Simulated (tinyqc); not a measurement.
Atomic layer deposition: Langmuir saturation, growth per cycle and coating of deep features: one step, computed by the program tinyqc. Command: `OMP_NUM_THREADS=1 python tinyqc.py 3024713 3024714 out.jsonl ald walk`. One thread of a shared host (Intel(R) Xeon(R) Processor @ 2.30GHz), about 0.02 s of CPU time with the checks.

Precursor A sticks only on free sites, so a long enough pulse saturates; co-reactant B then frees the sites again.

Task: Exposure for a deep feature. Diffusion-limited filling (Gordon) of a round hole of diameter w: a saturation front at depth z needs dz/dt = D_K n/(z (4q/w)), with Knudsen D_K = w c/3 and F = n c/4; including the entrance and floor terms, t = (q/F)(1 + 19a/4 + 3a^2/2). Reaction-limited filling needs ln(100)/k_a at any depth, k_a = beta F/q. Flow is molecular. The front picture holds when the modulus a sqrt(beta) is well above 1. Depth reached by the given pulse: solve the same formula for a. Exposure = p x diffusion-limited time; 1 langmuir = 1.33322e-4 Pa s.

Inputs (values chosen for the exercise, modelled on hafnium oxide from an amide and water):
```
quantity                                   value    unit
site density q                               3.1  1/nm^2
sticking probability beta on free sites    0.021       -
precursor pressure p                          37      Pa
temperature T                                250       C
pulse time t                             0.00019       s
aspect ratio a                                29       -
```

Feature: round hole.

flux F = 210238.2 1/(nm^2 s)

Give: diffusion-limited time; exposure; modulus; aspect ratio reached by the front in time t.

Result:

diffusion-limited time = 0.020647 s

exposure = 5730.0 langmuir

modulus = 4.2025

aspect ratio reached by the front in time t = 1.6463

Caution: the pulse is shorter than ln(100)/k_a, so even the open surface is not saturated and the depth reached has no meaning. Caution: the depth reached is formal here: it is under 2/sqrt(beta), so no sharp front has formed.
